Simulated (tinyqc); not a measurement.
Abrupt p-n junction, non-linear Poisson equation by Newton steps: one step of the calculation.

One dimension, p side on the left, n side on the right; net doping C = -Na for x < 0 and +Nd for x > 0. The potential psi is counted from the intrinsic level, and the quasi-Fermi potentials are flat: 0 for holes and -V for electrons, so n = ni exp((psi + V)/Vt) and p = ni exp(-psi/Vt) (Boltzmann statistics, full ionisation, no current).

Question. Densities, residual and Jacobian diagonal. n_i = ni exp((psi_i + V)/Vt), p_i = ni exp(-psi_i/Vt), rho_i = p_i - n_i + C_i, g_i = (n_i + p_i)/Vt. Box widths w_i = (h_(i-1) + h_i)/2 in cm. Residual F_i = a_i (psi_(i+1) - psi_i) - a_(i-1) (psi_i - psi_(i-1)) + q rho_i w_i; Jacobian: a_(i-1) and a_i beside the diagonal, b_i = -a_(i-1) - a_i - q g_i w_i on it. The two end nodes are fixed.

Parameters, values chosen for the exercise:
```
symbol,value,unit,meaning
T,273,K,temperature
V,0.59,V,bias of the p side against the n side
```

Constants: q = 1.602176634e-19 C, kB = 1.380649e-23 J/K, Vt = kB T/q. Results are converted to the units shown.

```
node,x (nm),psi at the start (V),net doping C (cm^-3)
0,-537,-0.99067460,-2.3e16
1,-257,-0.99067460,-2.3e16
2,-116,-0.99067460,-2.3e16
3,-44.8,-0.99067460,-2.3e16
4,-9,-0.99067460,-2.3e16
5,9,0.42879298,7.6e16
6,29,0.42879298,7.6e16
7,51.3,0.42879298,7.6e16
8,76,0.42879298,7.6e16
9,104,0.42879298,7.6e16
10,134,0.42879298,7.6e16
11,168,0.42879298,7.6e16
12,206,0.42879298,7.6e16
```

```
interval,coupling a_i (F/cm^2)
0,3.5100530e-8
1,6.9703181e-8
2,1.3803579e-7
3,2.7452929e-7
4,5.4600825e-7
5,4.9140742e-7
6,4.4072415e-7
7,3.9790075e-7
8,3.5100530e-7
9,3.2760495e-7
10,2.8906319e-7
11,2.5863549e-7
```

ni = 0.011834654 cm^-3

Give: n; p; residual F; diagonal b.

Answer.

```
node,n (cm^-3),p (cm^-3)
0,4.747e-10,2.300e16
1,4.747e-10,2.300e16
2,4.747e-10,2.300e16
3,4.747e-10,2.300e16
4,4.747e-10,2.300e16
5,7.600e16,1.437e-10
6,7.600e16,1.437e-10
7,7.600e16,1.437e-10
8,7.600e16,1.437e-10
9,7.600e16,1.437e-10
10,7.600e16,1.437e-10
11,7.600e16,1.437e-10
12,7.600e16,1.437e-10
```

```
node,residual F (1e-7 C/cm^2),diagonal b (F/cm^2)
1,0.000,-3.402e-6
2,0.000,-1.870e-6
3,0.000,-1.251e-6
4,7.750,-1.242e-6
5,-7.750,-2.021e-6
6,0.000,-2.027e-6
7,0.000,-2.055e-6
8,0.000,-2.113e-6
9,0.000,-2.180e-6
10,0.000,-2.273e-6
11,0.000,-2.411e-6
```

Computed by the program tinyqc: `OMP_NUM_THREADS=1 python tinyqc.py 2000030 2000031 out.jsonl`, one thread of a shared Intel Xeon 2.30GHz, about 0.02 s for the whole run.
